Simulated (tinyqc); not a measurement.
Length of a polyene: Hueckel, PPP and singles CI along the polyenes. Computed by the program tinyqc. Hueckel uses the same beta without repulsion; CIS keeps all single excitations and so misses the low, doubly excited 2Ag state. W is the valence ionisation energy of a centre, MN the Mataga-Nishimoto formula, f the oscillator strength.

All-trans chains of carbon centres 1.40 angstrom apart:
```
parameter                               value
beta (eV), times 1 +/- alternation  -2.610000
alternation                          0.110000
W (eV)                              11.160000
gamma_rr (eV)                        9.800000
repulsion formula                        Ohno
```

Gaps and excitations (eV):
```
centres  Hueckel gap  PPP orbital gap  bright singlet (CIS)      f  lowest triplet (CIS)
2              5.794           12.889                 7.147  0.613                 4.442
4              3.920           10.323                 5.632  1.118                 3.294
6              3.062            9.049                 4.782  1.554                 2.750
8              2.579            8.304                 4.250  1.947                 2.462
10             2.272            7.826                 3.894  2.310                 2.293
```

What does the comparison show, and why?

The Hueckel gap tends to 4 x alternation x |beta| = 1.15 eV for long chains. Exchange opens the PPP orbital gap, and the attraction of electron and hole brings the bright state 3.93 eV below it at 10 centres; the triplet lies 1.60 eV lower still.
